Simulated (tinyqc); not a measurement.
# Worked calculation: a finite superlattice with mass mismatch, transfer matrices

Numbers from tinyqc (`OMP_NUM_THREADS=1 python tinyqc.py 2560037 2560038 out.jsonl`; about 0.01 s on one thread of a shared Intel Xeon 2.30GHz). Printed values are rounded.

One electron of energy E comes from the left lead (band edge 0); no transverse momentum. Parabolic bands, masses in units of m0, C = hbar^2/(2 m0); psi and psi'/m are continuous at every interface. N periods of a barrier d1 followed by a well Lw; the right lead equals the left one.

Values chosen for this exercise; masses and offsets close to those of silicon wells and oxide barriers: mass in the left lead mL = 0.25 m0; barrier height U1 = 3 eV; barrier mass m1 = 0.5 m0; barrier width d1 = 0.3 nm; well width (edge 0, mass mL) Lw = 1 nm; number of periods N = 6; electron energy E = 2.568 eV.

Constants: q = 1.602176634e-19 C, hbar = 1.054571817e-34 J s, m0 = 9.1093837015e-31 kg, hbar^2/(2 m0) = 0.0380998212 eV nm^2. Results are converted to the units shown.

Range of the model: Masses are held fixed, although real bands cease to be parabolic a few tenths of an eV from their edges (inside a barrier too). Layers thinner than about 0.8 nm hold only a few atomic planes, where an effective mass is a rough description.

## Wave numbers

k = sqrt(m (E - U)/C) where E > U, K = sqrt(m (U - E)/C) where E < U; v = k/m in the leads.

Layers:
```
   U (eV)  m (m0)  d (nm)  k or K (1/nm)  which
1       3     0.5     0.3        2.38103      K
2       0    0.25       1        4.10493      k
```

vL = 16.4197 1/nm
vR = 16.4197 1/nm

## Matrices of the layers

For the pair (psi, psi'/m) a flat layer has M = [[cos kd, (m/k) sin kd], [-(k/m) sin kd, cos kd]] with k = sqrt(m (E - U)/C) above its edge U, and M = [[cosh Kd, (m/K) sinh Kd], [(K/m) sinh Kd, cosh Kd]] with K = sqrt(m (U - E)/C) below it. M12 is in nm, M21 in 1/nm.

M of layer 1:
```
         1         2
1  1.26615  0.163085
2  3.69833   1.26615
```

M of layer 2:
```
           1           2
1  -0.570781  -0.0500071
2    13.4823   -0.570781
```

## Product of the matrices

The matrix of the later layer stands to the left: M = M_n ... M_2 M_1; det M = 1.

M of one period:
```
           1          2
1  -0.907638  -0.156403
2    14.9597    1.47607
```

## N periods by the Chebyshev identity

x = (M11 + M22)/2 of one period. For |x| < 1 the energy lies in a miniband and cos(th) = x; for |x| > 1 it lies in a gap and cosh(g) = |x|. M^N = U_(N-1)(x) M - U_(N-2)(x) 1, with U_n = sin((n + 1) th)/sin th in a band and sign(x)^n sinh((n + 1) g)/sinh g in a gap.

x = 0.284215
th (rad) = 1.28261
U_(N-1) = 1.02997
U_(N-2) = 0.135066

M^N:
```
          1          2
1  -1.06990  -0.161090
2   15.4080    1.38524
```

The energy lies in a miniband.

## Transmission and reflection

The matrix M carries (psi, psi'/m) across the stack, and v = k/m in each lead. psi = 1 + r at the left edge (incident amplitude 1) and t at the right edge. With det M = 1, a = i vR M11 - M21 and b = -vL vR M12 - i vL M22: t = 2 i vL/(a - b), r = -(a + b)/(a - b), T(E) = (vR/vL) |t|^2, R(E) = |r|^2.

t = 0.048736-0.553836i
r = 0.532433-0.638284i
T(E) = 0.309109
R(E) = 0.690891

T(E) + R(E) = 1: the current is conserved.
